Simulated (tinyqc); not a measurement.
Nanosheet or nanowire with hard walls, valleys of the Si type: sweeps and comparisons. A value that a table varies takes the place of the one given here.

Six ellipsoidal valleys along the cube axes: inverse mass tensor w = 1/mt + (1/ml - 1/mt) a a^T with a the unit axis. Device axes: x along the channel, z = [001], y = z x x.

Hard walls around a W x H rectangle. The block w_c of w in (y, z) confines; the transport mass follows from 1/m_x = w_xx - w_xc w_c^-1 w_cx. The cross-section problem c (w_yy ky^2 + 2 w_yz ky kz + w_zz kz^2), c = hbar^2/2m0, is solved in products sin(n pi y/W) sin(l pi z/H), n, l = 1 to 12; if w_yz = 0 the levels are c pi^2 (w_yy n^2/W^2 + w_zz l^2/H^2). The w_yz term couples (n, l) to (n', l') by -2 c w_yz D_nn'(W) D_ll'(H) with D_nm(L) = 4 n m/(L (n^2 - m^2)) for n + m odd and 0 otherwise.

Without degeneracy the line density is N1 exp((EF - Ec)/kB T) with N1 = sum 2 g sqrt(m_x kB T/(4 pi c)) exp(-E/kB T), here over n, l up to 80 where w_yz = 0 and over all levels of a 12 x 12 sine basis otherwise; the classical value is W H Nc with Nc = 2 g_all (m_dos kB T/(4 pi c))^(3/2), m_dos = (ml mt^2)^(1/3); dVt = kB T ln(W H Nc/N1).

Constants: hbar^2/2m0 = 3.80998211 eV angstrom^2; kB = 8.617333262e-05 eV/K.

Values chosen for the exercise (near those of Si; not measured data):
```
symbol   value                            unit      meaning
ml       0.901                            m0        longitudinal mass
mt       0.192                            m0        transverse mass
T        350                              K         temperature
g_all    6                                          number of valleys
channel  110                                        transport direction x on a (001) wafer
H        34                               angstrom  height, along z = [001]
Ws       (30, 40, 60, 90, 140, 220, 350)  angstrom  widths
W        115                              angstrom  width, along y
```

## From wire to sheet

Valleys:
```
group  valleys g     w_yy     w_zz   |w_yz|  m_x (m0)
A              2  5.20833  1.10988  0.00000   0.19200
B              4  3.15911  5.20833  0.00000   0.54650
```

Lowest level of each group (groups ordered by w_zz, then w_yy) and dVt against the width.

Results:
```
W (angstrom)  A1 (eV)  B1 (eV)  dVt (mV)
30             0.2537   0.3014     230.7
40             0.1585   0.2437     154.3
60             0.0905   0.2024     101.4
90             0.0603   0.1841      81.5
140            0.0461   0.1755      72.3
220            0.0401   0.1719      67.5
350            0.0377   0.1704      64.7
```

dVt falls from 231 to 65 mV. Group A is lowest at every width, by 48 meV in the narrowest and 133 meV in the widest. At the widest W the lowest level is 0.0377 eV; the film limit c pi^2 w_zz/H^2 of that group is 0.0361 eV.

## Channel direction

The same rectangle along [100] and [110]; groups ordered by w_zz, then w_yy.

Lowest level of each group:
```
channel, group  valleys g   w_yy   w_zz  |w_yz|  m_x (m0)  E (eV)
[100] A                 2  5.208  1.110   0.000     0.192  0.0509
[100] B                 2  1.110  5.208   0.000     0.192  0.1726
[100] C                 2  5.208  5.208   0.000     0.901  0.1842
[110] A                 2  5.208  1.110   0.000     0.192  0.0509
[110] B                 4  3.159  5.208   0.000     0.546  0.1784
```

The lowest subband has m_x = 0.192 m0 and 2 valleys along [100], and 0.192 m0 and 2 valleys along [110]; its edge lies at 0.0509 and 0.0509 eV. These valleys have their axis along z, so turning the channel in the wafer plane leaves them alone; only the higher groups change.

## What each parameter does

E1 and E2 are the two lowest subband edges over all groups. Each row changes one parameter from the base and keeps the others.

Results:
```
case              E1 (eV)  E2 - E1 (meV)  m_x of lowest (m0)  dVt (mV)
base               0.0509           44.4               0.192      75.5
W = 105 angstrom   0.0539           53.3               0.192      77.4
H = 28 angstrom    0.0680           44.4               0.192      89.0
T = 320 K          0.0509           44.4               0.192      72.5
ml = 0.991 m0      0.0476           44.4               0.192      73.5
mt = 0.173 m0      0.0525           49.3               0.173      77.3
```

The largest shifts from the base row, up to three for each result and ties (the steps differ in size, so this ranks the rows, not the parameters). E1 (eV): H +0.0171, ml -0.0033, W +0.0030; unchanged at the printed digits by T. E2 - E1 (meV): W +8.9, mt +4.9; unchanged at the printed digits by H, T and ml. m_x of lowest (m0): mt -0.019; unchanged at the printed digits by W, H, T and ml. dVt (mV): H +13.4, T -3.1, ml -2.0.

Computed by tinyqc, a small Python program: `OMP_NUM_THREADS=1 python tinyqc.py 1251943 1251944 out.jsonl` (the numbers bound the seed that draws the inputs); one thread of a shared host (Intel(R) Xeon(R) Processor @ 2.30GHz), about 0.03 s for the whole set of steps.
